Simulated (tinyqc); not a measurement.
Sheet resistance and Hall data of a diffused or implanted layer: one step, computed by the program tinyqc.

Carriers are taken equal to the net active doping down to the junction (full ionisation, which deep dopants in wide-gap hosts do not reach; no spill-over, no depletion), and the Hall factor is 1.

Problem. Profile. N(x) = N_0 erfc(x/l), dose N_0 l/sqrt(pi), junction x_j = l erfc^-1(N_B/N_0). Mobility mu = mu_min + (mu_max - mu_min)/(1 + (N_t/N_ref)^alpha), N_t = active doping + N_B; carriers n = active doping - N_B, active doping min(N, N_s). sigma = e n mu.

Inputs (values chosen for the exercise, modelled on boron in silicon):
```
quantity,value,unit
mu_min,44,cm^2/(V s)
mu_max,472,cm^2/(V s)
N_ref,2.4e+17,1/cm^3
exponent alpha,0.72,-
peak concentration N_0,5.5e+20,1/cm^3
length scale l,79,nm
background doping N_B (opposite type),1.6e+17,1/cm^3
solubility limit N_s,2.1e+20,1/cm^3
```

Profile: complementary error function. Activation: limited by solubility.

Constants: e = 1.602176634e-19 C.

Give: Depth, doping, carriers, mobility and conductivity at 2, 10, 20, 35, 50, 65, 80, 90 and 98 % of the layer.

Solution.

Depth, doping, carriers, mobility and conductivity at 2, 10, 20, 35, 50, 65, 80, 90 and 98 % of the layer:
```
x (nm),N (1/cm^3),n (1/cm^3),mu (cm^2/(V s)),sigma (S/cm)
4.0,5.182e+20,2.098e+20,47.2,1.588e+03
20.2,3.944e+20,2.098e+20,47.2,1.588e+03
40.5,2.578e+20,2.098e+20,47.2,1.588e+03
70.8,1.126e+20,1.125e+20,49.0,8.835e+02
101.2,3.852e+19,3.836e+19,54.7,3.365e+02
131.6,1.018e+19,1.002e+19,70.7,1.136e+02
161.9,2.062e+18,1.902e+18,115.8,3.527e+01
182.2,6.107e+17,4.507e+17,173.1,1.250e+01
198.4,2.112e+17,5.124e+16,224.7,1.844e+00
```

The mobility varies by a factor 4.8 across these points and the conductivity by 861.
